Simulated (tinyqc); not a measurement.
# Worked calculation: input admittance of a MOSFET at zero drain bias: distributed channel and distributed gate

Program tinyqc, `OMP_NUM_THREADS=1 python tinyqc.py 2262047 2262048 out.jsonl`; Intel Xeon 2.30GHz, shared host, one thread, about 0.01 s. Printed values are rounded.

Source and drain grounded, strong inversion, w = 2 pi f, Cox = eps0 eox/tox. The channel is an RC line of resistance 1/(mu Cox Vo) per square fed from both ends, so one finger has the intrinsic admittance y = i w Cox L tanh(g)/g per width, g = (1/2) sqrt(i w tau), tau = L^2/(mu Vo). The vertical resistance rv/L is in series with y, the overlaps 2 i w Cov in parallel: y_t = 1/(1/y + rv/L) + 2 i w Cov. The gate strip is a line of Rsh/L per length loaded by y_t, so a finger has Y = y_t Wf tanh(k)/k, k = (Wf/sd) sqrt(y_t Rsh/L); the device has Nf Y.

Values chosen for this exercise; values of the order met in silicon radio-frequency transistors:
- eox = 3.9 (relative permittivity of the gate insulator (close to silicon dioxide))
- tox = 7.4 nm (insulator thickness)
- L = 0.24 um (channel length)
- Wf = 2.1 um (finger width)
- Nf = 4 (number of fingers)
- mu = 150 cm^2/(V s) (channel mobility)
- Vo = 0.65 V (gate overdrive)
- Rsh = 36 ohm/square (sheet resistance of the gate)
- rv = 4 ohm um^2 (vertical resistivity of the gate stack)
- sd = 2 (number of ends at which a finger is contacted)
- Cov = 0.19 fF/um (overlap and fringe capacitance on each side)
- f = 34 GHz (frequency)

Constants: eps0 = 8.8541878128e-14 F/cm where lengths are in cm. Results are converted to the units shown.

## Low-frequency resistances and capacitance

Low-frequency limits, with c = Cox L and ct = c + 2 Cov: R_strip = Rsh Wf/(3 sd^2 L Nf), R_ch = (c/ct)^2 L/(12 mu Cox Vo Wf Nf), R_vert = (c/ct)^2 rv/(L Wf Nf), C = ct Wf Nf.

parts (ohm): strip 6.562500, channel 29.17462, vertical 1.106140
sum = 36.84326 ohm
C = 12.59945 fF
1/(2 pi R C) = 342.8548 GHz

The channel term is the largest, 79.2 % of the sum.

## Admittance of the channel and stack per width

tau, g, c = Cox L, y and y_t as defined.

tau = 5.907692 ps
g = 0.3971855+0.3971855i
c = 1.119935 fF/um
y = 24.7631+236.1253i uS/um
y_t = 25.6810+317.1056i uS/um

w tau = 1.26, and Im y is 0.987 of w c.

## Input impedance of the device

k and Y as defined; Z = 1/(Nf Y) = R + 1/(i w C); Q = |Im Z|/R; signal at the point farthest from a contact |1/cosh k|.

k = 0.1686120+0.1555089i
Nf Y = 0.261721+2.655195i mS
R = 36.76596 ohm
C = 12.54980 fF
Q = 10.14515
signal at the far point = 0.9976524

R is 0.21 % below its low-frequency limit and C is 0.39 % below its own.
